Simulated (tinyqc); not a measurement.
# Energy and delay of logic against supply voltage: energy and delay against supply voltage

One expression serves below and above threshold: I(Vg) = Ik [ln(1 + exp((Vg - VT + dd V)/(al nf Vt)))]^al, with I_on = I(V) and I_off = I(0). Gate delay td = kd C V/I_on, clock period LD td. Per gate and cycle the switching energy is act C V^2 and the leakage energy I_off V LD td. No short-circuit current, no variation. Minima are sought above 0.09 V; below a few Vt gates no longer switch and the model has no meaning.

EDP = energy times td.

Parameters, values chosen for the exercise; values of the order met in logic technologies: temperature T = 300 K; threshold voltage at zero drain bias VT = 0.44 V; slope factor nf = 1.41; barrier lowering per volt of supply dd = 0.02; specific current of a gate Ik = 1.1 uA; exponent of the current law al = 1.7; load capacitance of a gate C = 2.7 fF; delay factor kd = 0.7; logic depth LD = 12; activity factor act = 0.05.

Constants: q = 1.602176634e-19 C, kB = 1.380649e-23 J/K, Vt = kB T/q. Results are converted to the units shown.

Result of one run:
```
V (V)	I_on (uA)	I_off (nA)	td (ps)	switching (aJ)	leakage (aJ)	energy (aJ)	EDP (fJ ps)
0.5	1.9719	0.0082767	479.24	33.750	0.023799	33.774	16.186
```

What becomes of these results when the supply voltage V is changed from 0.5 to 0.73 V, all else the same?

Result of the changed run:
```
V (V)	I_on (uA)	I_off (nA)	td (ps)	switching (aJ)	leakage (aJ)	energy (aJ)	EDP (fJ ps)
0.73	16.525	0.0093893	83.489	71.942	0.0068670	71.948	6.0069
```

The whole series:
```
V (V)	I_on (uA)	I_off (nA)	td (ps)	switching (aJ)	leakage (aJ)	energy (aJ)	EDP (fJ ps)
0.15	4.1532e-4	0.0068312	6.8260e5	3.0375	8.3933	11.431	7802.6
0.27	0.011353	0.0072958	44950	9.8415	1.0626	10.904	490.14
0.38	0.19112	0.0077495	3757.9	19.494	0.13279	19.627	73.755
0.5	1.9719	0.0082767	479.24	33.750	0.023799	33.774	16.186
0.62	7.7307	0.0088397	151.58	51.894	0.0099688	51.904	7.8674
0.73	16.525	0.0093893	83.489	71.942	0.0068670	71.948	6.0069
0.85	29.279	0.010028	54.869	97.537	0.0056123	97.543	5.3521
0.97	44.930	0.010710	40.803	127.02	0.0050867	127.03	5.1831
1.08	61.621	0.011376	33.125	157.46	0.0048837	157.47	5.2161
1.2	82.235	0.012150	27.580	194.40	0.0048252	194.40	5.3616
```

td falls from 6.83e5 to 27.6 ps; the energy goes from 11.4 through a minimum of 10.9 (at V = 0.27 V among the rows listed) to 194 aJ and the EDP goes from 7800 through a minimum of 5.18 (at V = 0.97 V among the rows listed) to 5.36 fJ ps. The exact minima lie at V = 0.210 V for the energy and 0.995 V for the EDP. Going from 1.2 V to the energy minimum saves a factor of 21.2 in energy and costs a factor of 6590 in delay. Below the minimum the leakage energy rises faster than the switching energy falls, because the clock period grows so steeply.

tinyqc, about 0.01 s, one thread, Intel Xeon 2.30GHz (shared host): `OMP_NUM_THREADS=1 python tinyqc.py 2082166 2082167 out.jsonl`
